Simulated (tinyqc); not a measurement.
Short-channel transistor, virtual-source model with series resistance: one step of the calculation.

The current per gate width is the charge at the top of the source barrier (the virtual source) times its velocity times a saturation function; al and be are fitting constants of the model. Units: I in uA/um, Rs in ohm um, so I Rs = 1e-6 I Rs in volts; Q in uC/cm^2, so I = 1e-4 Q vx0 Fsat with vx0 in cm/s.

Task. What the series resistance costs. Intrinsic voltages Vg' = Vgs - I Rs, Vd' = Vds - 2 I Rs. n = n0 + nd Vd', VT = VT0 - dl Vd', Ff = 1/(1 + exp((Vg' - VT + al Vt/2)/(al Vt))), Q = Cinv n Vt ln(1 + exp((Vg' - VT + al Vt Ff)/(n Vt))), Vdsat = (vx0 L/mu)(1 - Ff) + Vt Ff, Fsat = u/(1 + u^be)^(1/be) with u = Vd'/Vdsat, and I = Q vx0 Fsat per width. I0 is the current for Rs = 0. Effective velocity I/Q; transit time L Q/I.

Values chosen for this exercise: temperature T = 300 K; inversion capacitance Cinv = 2.37 uF/cm^2; velocity at the virtual source vx0 = 5.28e6 cm/s; apparent mobility mu = 200 cm^2/(V s); channel length L = 130 nm; threshold at zero drain voltage VT0 = 0.46 V; drain-induced barrier lowering dl = 0.184 V/V; subthreshold factor n0 = 1.51; growth of n with drain voltage nd = 0.1 1/V; threshold shift (in units of Vt) from weak to strong inversion al = 3.5; sharpness of saturation be = 1.4; series resistance of each contact Rs = 70 ohm um; gate voltage Vgs = 0.7 V; drain voltage Vds = 0.7 V.

Constants: q = 1.602176634e-19 C, kB = 1.380649e-23 J/K, Vt = kB T/q. Results are converted to the units shown.

converged I = 333.08024 uA/um
I0 = 370.69021 uA/um

Wanted: loss against I0; effective velocity; transit time.

Result.

loss against I0 = 10.15 %
effective velocity = 4.155e6 cm/s
transit time = 3.129 ps

The carriers leave the virtual source at 78.7 % of vx0.

Computed by the program tinyqc: `OMP_NUM_THREADS=1 python tinyqc.py 2380077 2380078 out.jsonl`, one thread of a shared Intel Xeon 2.30GHz, about 0.01 s for the whole run.
